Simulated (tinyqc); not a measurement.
## Thickness from the transmission

Inverse problem. A dielectric of barrier phi1 and mass m1 carries the voltage V, so U = phi1 - V x/t1. At E = 0 the WKB exponent is S = (4 t1/(3 V)) sqrt(m1/C) [phi1^1.5 - max(phi1 - V, 0)^1.5], C = hbar^2/(2 m0), and T = exp(-S). Find S, t1 and the field.

Parameters, values chosen for the exercise: barrier of layer 1 above the emitter Fermi level at zero bias phi1 = 2.5 eV; tunnelling mass of layer 1 m1 = 0.4 m0; voltage across the dielectric V = 0.6 V.

Constants: q = 1.602176634e-19 C, hbar = 1.054571817e-34 J s, m0 = 9.1093837015e-31 kg, hbar^2/(2 m0) = 0.0380998212 eV nm^2. Results are converted to the units shown.

T at E = 0 = 1.1879678e-8

Solution. At fixed V the exponent is proportional to t1.

S = 18.25
t1 = 1.900 nm
field = 3.158 MV/cm

Numbers from tinyqc (`OMP_NUM_THREADS=1 python tinyqc.py 2540044 2540045 out.jsonl`; about 0.03 s on one thread of a shared Intel Xeon 2.30GHz).
